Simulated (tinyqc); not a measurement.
Heat flow across a film from the phonon Boltzmann equation in the relaxation-time approximation: one step, computed by the program tinyqc. Command: `OMP_NUM_THREADS=1 python tinyqc.py 3005327 3005328 out.jsonl slabbte walk`. One thread of a shared host (Intel(R) Xeon(R) Processor @ 2.30GHz), about 0.01 s of CPU time with the checks.

Two black walls, hot at x = 0 and cold at x = L, emit phonons isotropically. For one free path Lambda, with tau = x/Lambda, tau_L = L/Lambda and phi = (T - T_cold)/Delta T, energy balance gives phi(tau) = (1/2) [E2(tau) + int_0^tau_L phi(s) E1(|tau - s|) ds]; E_n are the exponential integrals. The flux over the ballistic flux C v Delta T/4 is psi = 1 - 2 int_0^tau_L phi(s) E2(s) ds, and kappa_eff/kappa = (3/4) tau_L psi. kappa = C v Lambda/3 is an input, so at fixed kappa a longer free path means a smaller C v.

Problem. The small linear system for Lambda_1. Cut the film into n equal cells with constant phi, collocated at the centres c_i: the kernel integrates to A_ij = |E2(|c_i - e_j|) - E2(|c_i - e_(j+1)|)|/2 for cell edges e_j, and A_ii = 1 - E2(half a cell); solve (1 - A) phi = E2(c)/2; psi = 1 - 2 sum_j phi_j [E3(e_j) - E3(e_(j+1))].

Inputs (values chosen for the exercise, modelled on gallium oxide): film thickness L = 4.8 nm; free path Lambda_1 = 19 nm; cells n in the small system = 4.

Give: optical thickness tau_L; 1 - A; right-hand side E2(c)/2; flux weights E3(e_j) - E3(e_(j+1)).

Solution.

optical thickness tau_L = 0.2526

1 - A, lower triangle (symmetric):
```
         1        2        3       4
1   0.8770
2  -0.0724   0.8770
3  -0.0513  -0.0724   0.8770
4  -0.0402  -0.0513  -0.0724  0.8770
```

right-hand side E2(c)/2: 0.4385  0.3661  0.3148  0.2747

flux weights E3(e_j) - E3(e_(j+1)): 0.05577  0.04635  0.03982  0.03473
